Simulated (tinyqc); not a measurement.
Empirical pseudopotential in a few plane waves, step by step. Computed by tinyqc, a small Python program that keeps every step. Settings: plane-wave index or count = 15. Command: `OMP_NUM_THREADS=1 python tinyqc.py 26775 26776 out.jsonl` (the two numbers bound the seeds that draw the settings). One thread of a shared host (Intel(R) Xeon(R) Processor @ 2.60GHz), about 0.2 s of CPU time with the checks.

## Bloch Hamiltonian at G

Parameters chosen for this model: fcc lattice, atoms at +/- a/8 (1,1,1); form factors in rydberg at |G|^2 in units of (2 pi/a)^2:
```
parameter                 value      unit
a                      6.150000  angstrom
VS(3)                 -0.252000        Ry
VS(8)                  0.001000        Ry
VS(11)                 0.045000        Ry
VA(3)                         0        Ry
VA(4)                         0        Ry
VA(11)                        0        Ry
hbar^2/2m (2 pi/a)^2   3.976788        eV
```

k point G (2 pi / a): [0, 0, 0]

Basis: the 15 shortest G (labels in 2 pi/a), the same at every k. H(G,G') = c |k + G|^2 delta + VS(|G-G'|^2) cos((G-G').tau) + i VA sin((G-G').tau), tau = a/8 (1,1,1); 1 Ry = 13.605693 eV.

H(k) at G (eV):
```
         +0+0+0   -1-1-1   -1-1+1   -1+1-1   -1+1+1   +1-1-1   +1-1+1   +1+1-1
+0+0+0   0.0000   2.4244  -2.4244  -2.4244  -2.4244  -2.4244  -2.4244  -2.4244
-1-1-1   2.4244  11.9304   0.0000   0.0000  -0.0136   0.0000  -0.0136  -0.0136
-1-1+1  -2.4244   0.0000  11.9304   0.0136   0.0000   0.0136   0.0000   0.0000
-1+1-1  -2.4244   0.0000   0.0136  11.9304   0.0000   0.0136   0.0000   0.0000
-1+1+1  -2.4244  -0.0136   0.0000   0.0000  11.9304   0.0000   0.0136   0.0136
+1-1-1  -2.4244   0.0000   0.0136   0.0136   0.0000  11.9304   0.0000   0.0000
+1-1+1  -2.4244  -0.0136   0.0000   0.0000   0.0136   0.0000  11.9304   0.0136
+1+1-1  -2.4244  -0.0136   0.0000   0.0000   0.0136   0.0000   0.0136  11.9304
+1+1+1   2.4244   0.0000  -0.0136  -0.0136   0.0000  -0.0136   0.0000   0.0000
-2+0+0   0.0000  -2.4244  -2.4244  -2.4244   2.4244   0.4329  -0.4329  -0.4329
+0-2+0   0.0000  -2.4244  -2.4244   0.4329  -0.4329  -2.4244   2.4244  -0.4329
+0+0-2   0.0000  -2.4244   0.4329  -2.4244  -0.4329  -2.4244  -0.4329   2.4244
+0+0+2   0.0000  -0.4329   2.4244  -0.4329  -2.4244  -0.4329  -2.4244   0.4329
+0+2+0   0.0000  -0.4329  -0.4329   2.4244  -2.4244  -0.4329   0.4329  -2.4244
+2+0+0   0.0000  -0.4329  -0.4329  -0.4329   0.4329   2.4244  -2.4244  -2.4244

         +1+1+1   -2+0+0   +0-2+0   +0+0-2   +0+0+2   +0+2+0   +2+0+0
+0+0+0   2.4244   0.0000   0.0000   0.0000   0.0000   0.0000   0.0000
-1-1-1   0.0000  -2.4244  -2.4244  -2.4244  -0.4329  -0.4329  -0.4329
-1-1+1  -0.0136  -2.4244  -2.4244   0.4329   2.4244  -0.4329  -0.4329
-1+1-1  -0.0136  -2.4244   0.4329  -2.4244  -0.4329   2.4244  -0.4329
-1+1+1   0.0000   2.4244  -0.4329  -0.4329  -2.4244  -2.4244   0.4329
+1-1-1  -0.0136   0.4329  -2.4244  -2.4244  -0.4329  -0.4329   2.4244
+1-1+1   0.0000  -0.4329   2.4244  -0.4329  -2.4244   0.4329  -2.4244
+1+1-1   0.0000  -0.4329  -0.4329   2.4244   0.4329  -2.4244  -2.4244
+1+1+1  11.9304  -0.4329  -0.4329  -0.4329  -2.4244  -2.4244  -2.4244
-2+0+0  -0.4329  15.9072   0.0136   0.0136  -0.0136  -0.0136   0.0000
+0-2+0  -0.4329   0.0136  15.9072   0.0136  -0.0136   0.0000  -0.0136
+0+0-2  -0.4329   0.0136   0.0136  15.9072   0.0000  -0.0136  -0.0136
+0+0+2  -2.4244  -0.0136  -0.0136   0.0000  15.9072   0.0136   0.0136
+0+2+0  -2.4244  -0.0136   0.0000  -0.0136   0.0136  15.9072   0.0136
+2+0+0  -2.4244   0.0000  -0.0136  -0.0136   0.0136   0.0136  15.9072
```

## Levels at G

Diagonalise the Hermitian matrix.

eigenvalues (eV): [-3.1166, 6.7850, 7.8590, 7.8590, 7.8590, 11.9168, 11.9168, 11.9168, 15.0878, 15.8799, 15.8799, 19.9649, 19.9649, 19.9649, 21.1478]

## Bands along a path

The same steps at evenly spaced points between the labelled ones.

Bands along the path (eV), lowest eight:
```
k          band 1  band 2  band 3  band 4   band 5   band 6   band 7   band 8
L         -1.2155  1.6056  7.3700  7.3700   9.1322  13.0256  13.0256  16.3667
L-G 0.25  -1.8541  2.4030  7.3413  7.3413   9.1156  12.8629  12.8629  15.2117
L-G 0.50  -2.5230  3.8011  7.4974  7.4974   9.2200  12.6624  12.6624  13.1555
L-G 0.75  -2.9649  5.4600  7.7348  7.7348   8.8430  12.0127  12.1898  12.1898
G         -3.1166  6.7850  7.8590  7.8590   7.8590  11.9168  11.9168  11.9168
G-X 0.25  -2.9135  5.2648  7.5277  7.5277   9.4003  11.3838  12.5795  12.5795
G-X 0.50  -2.3090  3.4679  6.9647  6.9647  10.6909  10.7165  14.1281  14.1281
G-X 0.75  -1.3182  1.8464  6.6075  6.6075  10.4210  10.4482  15.8086  16.1198
X          0.0338  0.4556  6.6148  6.6148   9.9113  10.7140  18.1948  18.4278
```

With 4 band(s) filled, the highest filled level on these points lies at G and the lowest empty one at G: the bands touch or overlap, so there is no gap. This holds for the small fixed basis; with all plane waves up to |k + G|^2 = 21 (2 pi/a)^2 the gap along the path is 0.00 eV.

## Convergence with the number of plane waves

Levels at G counted from the fourth one.

Levels (eV):
```
plane waves   level 1  level 5  level 8
9            -15.0333        0   0.0544
15           -10.9756        0   4.0578
27           -10.4441        0   3.5406
51           -10.2306        0   3.7756
59           -10.2334        0   3.6491
65           -10.2440        0   3.6382
89           -10.2308        0   3.6389
```
